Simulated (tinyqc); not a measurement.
Inside a calculation: averaged masses of warped heavy- and light-hole bands. Values are carried at full precision from step to step, so a last printed digit may differ when a step is redone from the rounded ones.

Constants: Ry = 13.60569312 eV; a0 (Bohr radius) = 0.5291772105 angstrom; kB = 8.617333262e-05 eV/K; hbar^2/2m0 = 3.80998211 eV angstrom^2.

Values chosen for the exercise (near those of GaP; not measured data): g1 = 4.02 (Luttinger gamma1); g2 = 0.48 (gamma2); g3 = 1.24 (gamma3); eps = 11.5 (dielectric constant); mso = 0.255 m0 (split-off mass); Dso = 0.076 eV (spin-orbit splitting); T = 400 K (temperature).

## Other forms of the parameters

Dresselhaus-Kip-Kittel form E = c [A k^2 -/+ sqrt(B^2 k^4 + C^2 (kx^2 ky^2 + ky^2 kz^2 + kz^2 kx^2))] with A = g1, B = 2 g2, C^2 = 12 (g3^2 - g2^2). Spherical form: mu = (6 g3 + 4 g2)/(5 g1), delta = (g3 - g2)/g1, masses 1/(g1 (1 -/+ mu)). Effective rydberg R* = Ry/(g1 eps^2) and radius a* = a0 g1 eps.

A, B, |C|: 4.020  0.960  3.961

mu, delta: 0.4657  0.1891

spherical masses, heavy and light (m0): 0.4655  0.1697

R* = 25.59 meV
a* = 24.5 angstrom

delta/mu = 0.41 measures the warping against the spherical splitting.

## Masses along six directions

Four-band hole energies E = c k^2 f(u), c = hbar^2/2m0, f = g1 -/+ 2 sqrt(g2^2 + 3 (g3^2 - g2^2) s), s = ux^2 uy^2 + uy^2 uz^2 + uz^2 ux^2 for the unit vector u; minus for heavy, plus for light holes; the mass along u is 1/f.

Give s and both masses.

Masses (m0):
```
direction        s   heavy   light
[100]      0.00000  0.3268  0.2008
[110]      0.25000  0.5497  0.1608
[111]      0.33333  0.6494  0.1538
[210]      0.16000  0.4613  0.1703
[221]      0.29630  0.6024  0.1567
[321]      0.25000  0.5497  0.1608
```

The heavy mass grows by a factor of 1.99 from [100] to [111] while the light one shrinks by 23 %; 1/m_heavy + 1/m_light = 2 g1 in every direction.

## Density-of-states masses from three directions

m_d^(3/2) is the angular mean of m(u)^(3/2). The rule mean = (10 F[100] + 16 F[110] + 9 F[111])/35 is exact for cubic harmonics up to sixth order. Total m_d = (m_h^(3/2) + m_l^(3/2))^(2/3).

m^(3/2):
```
direction    heavy    light
[100]      0.18682  0.08998
[110]      0.40752  0.06445
[111]      0.52326  0.06034
```

m_d heavy, light (m0): 0.5193  0.1710

total = 0.5828 m0
share of light holes = 15.9 %

## Averages on a grid

Grid: n x n midpoints in cos(theta) from 0 to 1 and phi from 0 to pi/2, equal weights. m_d = <f^(-3/2)>^(2/3). Conductivity mass for one scattering time: 1/m_c = <|w|^2 f^(-5/2)>/<f^(-3/2)> with w = grad_k(k^2 f)/(2 k), that is |w|^2 = f^2 + |angular gradient of f|^2/4.

Use n = 40.

m_d heavy, light (m0): 0.5087  0.1676

m_c heavy, light (m0): 0.4461  0.1641

The three-direction rule differs from the grid by +2.09 % for heavy holes. Warping makes m_c of the heavy holes 12 % smaller than m_d; on a sphere the two are equal.

## Effective density of states

Nv = 2 (kT/(4 pi c))^(3/2) [m_h^(3/2) + m_l^(3/2) + mso^(3/2) exp(-Dso/kT)], c = hbar^2/2m0, parabolic bands, m_h and m_l the density-of-states masses from the grid; 1 angstrom^-3 = 1e24 cm^-3.

prefactor = 3.8635e+19 cm^-3

the three terms: 0.36282  0.06859  0.01420

Nv = 1.722e+19 cm^-3

shares (%): 81.4  15.4  3.2

kT/Dso = 0.45: thermal holes reach energies comparable with Dso, where the four-band form fails and the true Nv is larger.

## Checks

- m_d and m_c of heavy holes for g2 = g3 against 1/(g1 - 2 g3): they agree to 1e-10 or better.
- m_d of heavy holes on grids of 40 and 160: both 0.5087.

Run: tinyqc, `OMP_NUM_THREADS=1 python tinyqc.py 1080083 1080084 out.jsonl`; Intel(R) Xeon(R) Processor @ 2.30GHz, one thread, shared host; about 0.01 s of CPU time with all checks.
